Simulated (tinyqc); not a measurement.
Worked calculation: quaternary alloy A(x)B(1-x)C(y)D(1-y) matched to a substrate. Values are carried at full precision from step to step, so a last printed digit may differ when a step is redone from the rounded ones.

Matching a(x,y) = a_s gives x = (a_s - y a_BC - (1 - y) a_BD)/(y (a_AC - a_BC) + (1 - y)(a_AD - a_BD)).
Constants: hc = 1239.841984 eV nm.

Inputs chosen for the exercise (AC, AD, BC, BD near GaAs, GaP, InAs and InP; substrate near InP; shifted at random, so the results belong to these values and not to a real crystal): a = (5.661, 5.451, 6.062, 5.865) angstrom (lattice constants of AC, AD, BC, BD); a_s = 5.865 angstrom (substrate); y = 0.81 (fraction of C); Eg = (1.527, 2.886, 0.414, 1.438) eV (gaps at Gamma of AC, AD, BC, BD); Cb = (0.465, 0.692, 0.172, 0.098) eV (bowing of ABC, ABD, ACD, BCD); dx = 0.036 (error of x in growth).

## The matched composition

Give numerator, denominator and x.

numerator = -0.15957 angstrom
denominator = -0.40347 angstrom
x = 0.3955

## The gap by rule 1

Q(x,y) = x y Q_AC + x (1 - y) Q_AD + (1 - x) y Q_BC + (1 - x)(1 - y) Q_BD for the lattice constant. Gap, rule 1: Q(x,y) - x (1 - x)[y C_ABC + (1 - y) C_ABD] - y (1 - y)[x C_ACD + (1 - x) C_BCD]. Rule 2 (mean of ternaries): {x (1 - x)[y T_ABC(x) + (1 - y) T_ABD(x)] + y (1 - y)[x T_ACD(y) + (1 - x) T_BCD(y)]}/{x (1 - x) + y (1 - y)}, T_ABC(x) = x E_AC + (1 - x) E_BC - C_ABC x (1 - x), T_ACD(y) = y E_AC + (1 - y) E_AD - C_ACD y (1 - y), and alike. Only the Gamma valley is followed.

Give the four weights, the bilinear part, the two bowing terms, the gap and hc/gap.

weights of AC, AD, BC, BD: 0.3204  0.0751  0.4896  0.1149

bilinear part = 1.0739 eV

bowing terms (eV): 0.1215  0.0196

gap = 0.9328 eV
wavelength = 1329 nm

## The gap by rule 2

Give the four ternary gaps and their weighted mean.

T_ABC, T_ABD, T_ACD, T_BCD (eV): 0.7430  1.8452  1.7587  0.5935

gap = 0.9923 eV

Rule 2 lies 59 meV above rule 1: it averages the two bowing terms where rule 1 adds them. Both agree on the ternary edges.

## An error in composition

Replace x by x + dx; mismatch (a_s - a)/a and change of the relaxed gap by rule 1.

a = 5.8505 angstrom
mismatch = 0.248 %
change of the gap = 38.8 meV

The layer would be under tension; the strain shift of the gap is not included.

## Checks

- Lattice constant at the matched composition against a_s (angstrom): both 5.8650.
- Rule 2 as a mean of ternaries against its form with averaged bowing (eV): both 0.9923.

tinyqc: `OMP_NUM_THREADS=1 python tinyqc.py 1080351 1080352 out.jsonl`; about 0.01 s, one thread, shared Intel(R) Xeon(R) Processor @ 2.30GHz.
